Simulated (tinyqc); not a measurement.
Recursion (Haydock) method for the local density of states: bulk site of a square lattice: one step. The continued fraction at one energy.

One orbital a site at energy 0, hopping -t to the 4 nearest neighbours of a square lattice; the start u0 is a site in the bulk, with energy V. Recursion: a_n = <u_n|H|u_n>, b_(n+1) u_(n+1) = (H - a_n) u_n - b_n u_(n-1), b > 0. G(z) = 1/(z - a0 - b1^2/(z - a1 - b2^2/(...))), z = E + i eta. After n levels the tail is b_n^2 T with the square-root terminator T = (z - sqrt(z - 2b) sqrt(z + 2b))/(2 b^2), b = 2t so that the band edges lie at -/+ 4t.

Parameters, chosen for this exercise: t = 1.21 eV (hopping); E = 0.07 eV (energy); eta = 0.06 eV (broadening).

Coefficients:

| n | a_n (eV) | b_(n+1) (eV) | b_(n+1)^2/t^2 |
|---|---|---|---|
| 0 | 0.000000 | 2.4200000 | 4.000000 |
| 1 | 0.000000 | 2.7056423 | 5.000000 |
| 2 | 0.000000 | 2.3587242 | 3.800000 |
| 3 | 0.000000 | 2.5106445 | 4.305263 |

Task: Start from the terminator and work up: G_i = 1/(z - a_i - S_i), S_i = b_(i+1)^2 G_(i+1), with T in place of G_n. The density is -Im G_0/pi.

Give: Levels of the fraction; local density of states.

Result:

Levels of the fraction:

| i | S_i (eV) | G_i (1/eV) |
|---|---|---|
| 3 | 0.0372-2.5723i | 0.0047-0.3798i |
| 2 | 0.0263-2.1132i | 0.0092-0.4600i |
| 1 | 0.0677-3.3671i | 0.0002-0.2918i |
| 0 | 0.0012-1.7088i | 0.0220-0.5645i |

local density of states = 0.1797 1/eV

A direct sum over the zone gives 0.2239 1/eV at the same z; 4 levels miss it by -19.7 %.

tinyqc: `OMP_NUM_THREADS=1 python tinyqc.py 1480681 1480682 out.jsonl`; about 0.01 s, one thread, shared Intel(R) Xeon(R) Processor @ 2.30GHz.
